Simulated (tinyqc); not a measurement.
What each parameter does: delta-doped layer in the Thomas-Fermi potential.

All donors ionised in the plane z = 0, zero temperature, energies from the Fermi level EF of the Thomas-Fermi model, which lies at the bulk band edge; c = hbar^2/2m0, q = e^2/(4 pi eps0). Layer in a (001) plane: two valleys with m_z = ml, m_d = mt (unprimed) and four with m_z = mt, m_d = sqrt(ml mt) (primed); m3 = (ml mt^2)^(1/3), gv = 6. With n = (gv/3 pi^2)(m3 (-V)/c)^(3/2) and V'' = -(4 pi q/eps) n for z > 0, the solution is V = -b/(|z| + z0)^4 with sqrt(b) = 20/K, K = (4 pi q/eps)(gv/3 pi^2)(m3/c)^(3/2), and z0^5 = 4b/(e F0), e F0 = 2 pi q N/eps; 1e13/cm^2 = 1e-3/angstrom^2. Exchange and correlation are left out.

Subbands solve -(c/m_z) psi'' + V psi = E psi on 1280 points of spacing z0/80; up to ten levels for each group, kept if bound with an rms width below 2.5 z0.

Constants: hbar^2/2m0 = 3.80998211 eV angstrom^2; e^2/(4 pi eps0) = 14.39964547 eV angstrom.

Values chosen for the exercise (near those of a delta-doped layer in Si; shifted at random, so the results belong to these values and not to a real crystal):

| symbol | value | unit | meaning |
|---|---|---|---|
| ml | 0.913 | m0 | longitudinal mass |
| mt | 0.193 | m0 | transverse mass |
| eps | 11.7 |  | dielectric constant |
| N | 2.5 | x 1e13/cm^2 | donor sheet density |

z0, depth, lowest level and its rms width.

One parameter was then changed.

Results before and after:

| case | z0 (angstrom) | depth (eV) | lowest (eV) | rms z (angstrom) |
|---|---|---|---|---|
| base | 26.75 | 0.1293 | -0.0505 | 8.63 |
| changed | 28.55 | 0.1380 | -0.0572 | 8.32 |

Which of these changes was made? (a) eps = 10.5; (b) mt = 0.164 m0; (c) ml = 1.05 m0; (d) N = 1.5 x 1e13/cm^2.

Answer: (b) mt = 0.164 m0. Of the candidates, run in turn, only this one gives the changed row.

All candidates:

| case | z0 (angstrom) | depth (eV) | lowest (eV) | rms z (angstrom) |
|---|---|---|---|---|
| base | 26.75 | 0.1293 | -0.0505 | 8.63 |
| N = 1.5 x 1e13/cm^2 | 29.63 | 0.0859 | -0.0314 | 10.65 |
| eps = 10.5 | 25.07 | 0.1350 | -0.0513 | 8.46 |
| ml = 1.05 m0 | 26.01 | 0.1257 | -0.0500 | 8.15 |
| mt = 0.164 m0 | 28.55 | 0.1380 | -0.0572 | 8.32 |

Computed by tinyqc, a small Python program: `OMP_NUM_THREADS=1 python tinyqc.py 1252449 1252450 out.jsonl` (the numbers bound the seed that draws the inputs); one thread of a shared host (Intel(R) Xeon(R) Processor @ 2.30GHz), about 0.1 s for the whole set of steps.
